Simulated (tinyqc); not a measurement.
Inside a calculation. Model: signal and retention of a DRAM cell.

Program tinyqc, `OMP_NUM_THREADS=1 python tinyqc.py 2130062 2130063 out.jsonl`; Intel Xeon 2.30GHz, shared host, one thread, about 0.01 s. Printed values are rounded.

A stored one starts at Vd and leaks: Cs dV/dt = -I(V), I = a sqrt((V + Vb)/(Vd + Vb)) + b, with a = Ig exp[-(Eg1 q/kB)(1/T - 1/T0)] (generation in a depletion layer) and b = Is exp[-(Es q/kB)(1/T - 1/T0)]. The bit line is precharged to Vd/2, and charge sharing gives the signal (V - Vd/2) Cs/(Cs + Cb).

Inputs (values chosen for the exercise):
- Vd = 1.3 V (array voltage)
- Cs = 12 fF (cell capacitance)
- Cb = 79 fF (bit-line capacitance)
- dm = 47 mV (smallest signal that the sense amplifier resolves)
- Vb = 1.68 V (built-in plus back-bias voltage of the storage junction)
- Ig = 2.2 fA (junction leakage at V = Vd and T0)
- Is = 0.28 fA (voltage-independent leakage at T0)
- Es = 0.44 eV (activation energy of Is)
- T0 = 358 K (reference temperature)
- T = 358 K (temperature)
- sg = 0.77 (deviation of ln(retention time) over the cells)
- Nc = 1.72e10 (cells)
- tr = 64 ms (refresh interval)
- Eg1 = 0.6 eV (activation energy of Ig)

Constants: q = 1.602176634e-19 C, kB = 1.380649e-23 J/K. Results are converted to the units shown.

Range of the model: Real arrays also hold a tail of unusually leaky cells and cells whose retention varies in time, which this model lacks.

## Signal and margin

The cell fails below Vc = Vd/2 + dm (Cs + Cb)/Cs.

transfer ratio = 0.131868
signal of a fresh one = 85.7143 mV
Vc = 1.00642 V
charge that may be lost = 3.523 fC
the same in electrons = 21988.8

## Retention time

With s = sqrt((Vc + Vb)/(Vd + Vb)), the time from Vd to Vc is t = [2 Cs (Vd + Vb)/a] [1 - s - (b/a) ln((a + b)/(a s + b))].

a = 2.2 fA
b = 0.28 fA
retention time = 1.45310 s
estimate with the current held at a + b = 1.42056 s

The constant-current estimate is 2.2 % below the true time, since the junction leaks less as V falls.

## Failing cells

This time is the median of a log-normal spread: failing cells = Nc erfc(z/sqrt 2)/2, z = ln(t/tr)/sg. One failure is expected at the interval where that count equals 1.

z = 4.05529
failing cells = 4.30619e5
interval for one failure = 10.1705 ms

The weakest cell of the array lies about 6.44 deviations out, a factor of 143 below the median; the chosen interval is longer than that time.
